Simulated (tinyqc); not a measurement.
# Single-oscillator infrared dielectric function of a polar cubic crystal, step by step

A worked calculation. Computed by tinyqc, a small Python program that keeps every step. Command: `OMP_NUM_THREADS=1 python tinyqc.py 3027156 3027157 out.jsonl infrared walk`. One thread of a shared host (Intel(R) Xeon(R) Processor @ 2.30GHz), about 0.01 s of CPU time with the checks. Intermediate numbers are printed to about 6 digits and carried at full precision; extremes and crossings named in words are read from the listed rows.

One ion pair, charges +Z* and -Z*, in a cell of volume Omega = a^3/4. Frequencies omega are given as wavenumbers (1/cm); eps_s is the static dielectric constant.

Inputs (values chosen for the exercise, modelled on aluminium arsenide):
```
quantity                         value      unit
lattice constant a               5.661  angstrom
mass M_A                         26.98         u
mass M_B                         74.92         u
omega_TO                           362      1/cm
Born charge Z*                    2.15         e
eps_inf                           8.13         -
phonon damping gamma               3.4      1/cm
probe frequency / omega_TO       0.982         -
eps_m of the surrounding medium      1         -
```

Structure: zinc blende. Free carriers: absent.

Constants: nu for 1 eV/(angstrom^2 u) = 15.6333042 THz; 1 THz = 33.35640952 1/cm; e^2/(4 pi eps_0) = 14.39964548 eV angstrom.

## LO frequency and static constant from the Born charge

mu = M_A M_B/(M_A + M_B); ionic plasma term W^2 = 4 pi Z*^2 (e^2/(4 pi eps_0))/(Omega mu) in eV/(angstrom^2 u), turned into 1/cm by W = 15.6333042 x 33.35640952 x sqrt(W^2); omega_LO^2 = omega_TO^2 + W^2/eps_inf; eps_s = eps_inf + W^2/omega_TO^2; Szigeti charge 3 Z*/(eps_inf + 2); longitudinal (Callen) charge Z*/eps_inf.

reduced mass mu = 19.8365 u

W = 502.813 1/cm

omega_LO = 402.668 1/cm

eps_s = 10.0593

Szigeti charge = 0.636723 e

Callen charge = 0.264453 e

omega_LO/omega_TO = 1.112; the ions supply 19 % of eps_s.

## Optical constants at the probe frequency

eps(omega) = eps_inf + W^2/(omega_TO^2 - omega^2 - i gamma omega); n + i k = sqrt(eps) with k >= 0; R = |(n + i k - 1)/(n + i k + 1)|^2 at normal incidence from vacuum. omega is the probe ratio times omega_TO. Intensity decays over 1/(4 pi omega k); the loss function is Im(-1/eps).

omega = 355.484 1/cm

Re eps = 58.8200

Im eps = 13.1047

n = 7.71629

k = 0.849161

reflectivity R = 0.597559

penetration depth of the intensity = 2.63621 micrometre

loss function = 0.00360860

Re eps is positive, but k is a large share of n: the wave is absorbed within about a wavelength.

## Spectrum around the optical phonon

The loss function is Im(-1/eps).

Spectrum:
```
omega (1/cm)     Re eps      Im eps          R   Im(-1/eps)
181             10.7023   0.0161064   0.282783  1.40619e-04
308             15.1120    0.202089   0.349055  8.84748e-04
351             39.6358     4.79396   0.528780   0.00300754
362                8.13     205.412   0.818050   0.00486065
372            -25.3211     5.76416   0.919007   0.00854732
382            -8.73221     1.47182   0.904108    0.0187689
395            -1.96138    0.542521   0.775482     0.131001
403           0.0847340    0.351463   0.180721      2.68896
411             1.46427    0.245919  0.0114338     0.111550
427             3.20421    0.139441  0.0804216    0.0135559
463             5.09692   0.0573018   0.149059   0.00220545
604             7.04860  0.00949973   0.205021  1.91208e-04
1010            7.84563  0.00109837   0.224509  1.78440e-05
```

R peaks among these rows at 372 per cm with 0.92 and is lowest, 0.011, at 411; far above omega_LO it tends to ((sqrt(eps_inf) - 1)/(sqrt(eps_inf) + 1))^2 = 0.231. Im eps is largest at 362 and the loss function at 403: absorption marks the TO mode and the loss function the LO mode. Re eps is negative in some rows, where R averages 0.87.

## Surface and particle modes

Without damping, eps(omega) = -x eps_m gives omega^2 = omega_TO^2 (eps_s + x eps_m)/(eps_inf + x eps_m): x = 1 for a flat surface at large wave vector, x = 2 for the dipole mode of a small sphere. The reflectivity R for light from vacuum (not from the medium eps_m) vanishes where eps = 1, omega^2 = omega_TO^2 (eps_s - 1)/(eps_inf - 1).

surface mode = 398.416 1/cm

sphere mode = 394.970 1/cm

zero of R = 408.048 1/cm

Both modes lie between omega_TO and omega_LO, at 90 % and 81 % of the way up.

## Phonon polaritons

Transverse waves without damping obey Q^2 = omega^2 eps(omega), Q = wave vector/(2 pi) in 1/cm: eps_inf omega^4 - (eps_inf omega_LO^2 + Q^2) omega^2 + Q^2 omega_TO^2 = 0.

Branches (1/cm):
```
Q      lower branch  upper branch  Q/sqrt(eps_s)  Q/sqrt(eps_inf)
110          34.652        403.02          34.68            38.58
340         106.244        406.29         107.20           119.24
690         207.953        421.26         217.55           241.99
1100        295.179        473.12         346.82           385.79
1700        340.564        633.74         536.00           596.22
2900        355.954       1034.35         914.35          1017.07
5700        360.553       2007.10        1797.18          1999.08
11000       361.619       3861.93        3468.24          3857.87
```

The lower branch starts as light slowed by sqrt(eps_s) (0.999 of that line) and ends at 0.999 omega_TO; the upper starts at 1.001 omega_LO and ends at 1.001 of the light line with eps_inf. No branch lies between omega_TO and omega_LO.

Checks made by the program: Lyddane-Sachs-Teller relation eps_s/eps_inf = (omega_LO/omega_TO)^2 (relative difference below 1e-10).
